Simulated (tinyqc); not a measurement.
# Electron mobility of a polar semiconductor by Rode's iterative solution of the Boltzmann equation, step by step

A worked calculation. Computed by tinyqc, a small Python program that keeps every step. Command: `OMP_NUM_THREADS=1 python tinyqc.py 3018025 3018026 out.jsonl rode walk`. One thread of a shared host (Intel(R) Xeon(R) Processor @ 2.30GHz), about 0.01 s of CPU time with the checks. Intermediate numbers are printed to about 7 digits and carried at full precision; extremes and crossings named in words are read from the listed rows.

The distribution is f(E) + e F l(E) (-df/dE) cos(theta) for a weak field F, theta counted from the force; l(E) is a mean free path. Elastic processes enter by their momentum rate, polar optical phonons by out- and in-scattering terms. One valley only: where upper valleys lie close, measured mobilities are lower. The density n is prescribed, even where a narrow-gap material would have more intrinsic carriers.

Inputs (values chosen for the exercise, for a model polar semiconductor):

| quantity | value | unit |
|---|---|---|
| effective mass m | 0.34 | m_0 |
| non-parabolicity alpha | 0.065 | 1/eV |
| static permittivity eps_s | 16 | - |
| high-frequency permittivity eps_inf | 10.9 | - |
| density rho | 6080 | kg/m^3 |
| sound velocity v_l | 5500 | m/s |
| acoustic deformation potential D_A | 6.2 | eV |
| optical phonon energy hbar w | 43.9 | meV |
| electron density n | 2.5e+14 | 1/cm^3 |
| compensation ratio C | 0 | - |
| temperature T | 200 | K |
| grid points per phonon energy s | 6 | - |
| iteration cap | 3 | - |

Band: Kane. Elastic processes: acoustic, impurity.

Constants: k_B = 8.617333262e-05 eV/K; m_0 = 9.1093837015e-31 kg; e = 1.602176634e-19 C; hbar = 1.054571817e-34 J s; eps_0 = 8.8541878128e-12 F/m; k_B = 1.380649e-23 J/K; hbar = 6.582119569e-16 eV s.

## Fermi level and screening

Kane band: hbar^2 k^2/(2 m) = E (1 + alpha E), speed v = hbar k/(m (1 + 2 alpha E)), states per spin, volume and energy g(E) = m k (1 + 2 alpha E)/(2 pi^2 hbar^2); overlap factors are set to 1. Masses are multiplied by m_0 and all formulas are in SI units. The reduced Fermi level eta = E_F/(k_B T) solves n = 2 Z int g f dE with f = 1/(1 + exp(x - eta)) (Z = 1 unless valleys are given); screening length L_s = sqrt(eps_s eps_0 k_B T/(e^2 dn/deta)), dn/deta = 2 Z int g f (1 - f) dE. Integrals over x = E/(k_B T) use 160 Gauss-Legendre points in u = sqrt(x) from 0 to sqrt(max(eta, 0) + 32). N_I = n (1 + C)/(1 - C).

reduced Fermi level eta = -9.294435

screening length L_s = 246.8980 nm

ionised impurity density N_I = 2.50e+14 1/cm^3

## Rates on one ladder of the grid

Phonon occupation N_q = 1/(exp(hbar w/(k_B T)) - 1). Acoustic deformation potential (elastic, equipartition, absorption and emission together): 1/tau = 2 pi k_B T D_A^2 g(E)/(hbar rho v_l^2). Singly charged impurities, momentum relaxation: 1/tau = N_I e^4 m (1 + 2 alpha E) Phi/(8 pi (eps_s eps_0)^2 hbar^3 k^3), with alpha = 0 for a parabolic band. Brooks-Herring: Phi = ln(1 + b) - b/(1 + b), b = 4 k^2 L_s^2. Polar optical, unscreened: W = e^2 w (1/eps_inf - 1/eps_s) m (1 + 2 alpha E') ln|(k + k')/(k - k')| / (4 pi eps_0 hbar^2 k), times N_q for absorption (E' = E + hbar w) and N_q + 1 for emission (E' = E - hbar w > 0), with alpha = 0 for a parabolic band; mean cosine of the angle <cos> = (k^2 + k'^2)/(2 k k') - 1/ln|(k + k')/(k - k')|. Energy grid E_j = (j + 1/2) hbar w/s, j = 0, 1, ..., up to (max(eta, 0) + 18) k_B T, so that E_j +/- hbar w are grid points; l = 0 beyond the grid; integrals are sums times the spacing. With f' = f(E'): out-scattering S_o = sum over absorption and emission of W (1 - f')/(1 - f); nu = sum of elastic rates; the in-scattering weights are c+ = W_abs <cos> (1 - f')/(1 - f) for E' = E + hbar w and c- likewise for emission.

Points j = s/2, s/2 + s, ... (the first seven rungs, or as many as the grid holds), rates in 1e12/s:

| E (meV) | v (m/s) | nu | S_o | c+ | c- |
|---|---|---|---|---|---|
| 25.6083 | 162365.8 | 0.605639 | 3.15573 | 1.314360 | 0.00000 |
| 69.5083 | 266364.8 | 0.993816 | 27.16249 | 1.592694 | 10.11627 |
| 113.4083 | 338803.2 | 1.276909 | 31.21683 | 1.647408 | 15.81222 |
| 157.3083 | 397355.7 | 1.513939 | 31.47786 | 1.650868 | 17.73900 |
| 201.2083 | 447524.6 | 1.723945 | 31.01743 | 1.637692 | 18.51237 |
| 245.1083 | 491898.1 | 1.915862 | 30.38858 | 1.618631 | 18.81863 |
| 289.0083 | 531942.8 | 2.094712 | 29.74136 | 1.597750 | 18.90595 |

Points one phonon energy apart are coupled only to each other, so the grid falls into s independent ladders.

## The first two iterations on one ladder of the grid

Iteration: l_new(E) = [v(E) + c+ l(E + hbar w) + c- l(E - hbar w)]/(nu + S_o), from l = 0.

l after iteration 1 (nm): 43.16669  9.46022  10.42672  12.04407  13.66847  15.22695  16.70881

l after iteration 2 (all rungs but the last shown) (nm): 46.47243  25.55936  15.64091  18.33425  21.23997  24.02659

In-scattering lengthens l on the lowest rung by 7.7 % and on the second by 170.2 % in this step.

## The whole iteration

mu = e sum g v l f (1 - f) / (3 k_B T sum g f) over the grid; stop when mu changes by less than 1e-8 of itself.

Course of the iteration:

| iteration | mu (cm^2/(V s)) | relative change |
|---|---|---|
| 1 | 893.467 | 1.000000 |
| 2 | 1036.419 | 0.137929 |
| 3 | 1149.490 | 0.098366 |

mobility mu = 1149.490 cm^2/(V s)

iterations = 3

The cap of 3 iterations was reached with mu still rising by 9.8 % in the last step, so the value is too low.

Reruns converge with iteration cap = 200.
